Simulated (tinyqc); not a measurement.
Switching kinetics of a ferroelectric film and the memory window of a ferroelectric gate stack: one step, computed by the program tinyqc.

Fields in MV/cm; 1 microcoulomb/cm^2 over eps_0 is 11.29409 MV/cm. In the stack (metal, ferroelectric, interlayer, channel) the channel is taken as a conductor.

Problem. Fields in the stack. Series stack: V = E_F t_F + E_I t_I and eps_I E_I = eps_F E_F + (1 - s) P/eps_0. Before switching P = -P_r, after it P = +P_s; in retention V = 0 and P = +P_r.

Inputs (values chosen for the exercise, for a model hafnia-based film):
```
quantity                                 value               unit
saturation polarisation P_s                 40  microcoulomb/cm^2
ratio P_r/P_s                             0.76                  -
coercive field E_c                         1.2              MV/cm
permittivity of the ferroelectric eps_F     40                  -
thickness t_F                               18                 nm
permittivity of the interlayer eps_I       7.5                  -
interlayer thickness t_I                   1.1                 nm
share s of P screened by trapped charge   0.74                  -
pulse height V                             5.2                  V
breakdown field of the interlayer           11              MV/cm
```

Give: E_F before switching; E_F after switching; E_I after switching; depolarising field in retention; depolarising field over E_c.

Solution.

E_F before switching = 2.727 MV/cm

E_F after switching = 1.457 MV/cm

E_I after switching = 23.43 MV/cm

depolarising field in retention = 0.5486 MV/cm

depolarising field over E_c = 0.4571

Caution: the interlayer field exceeds its breakdown field, so charge injection would change the fields.
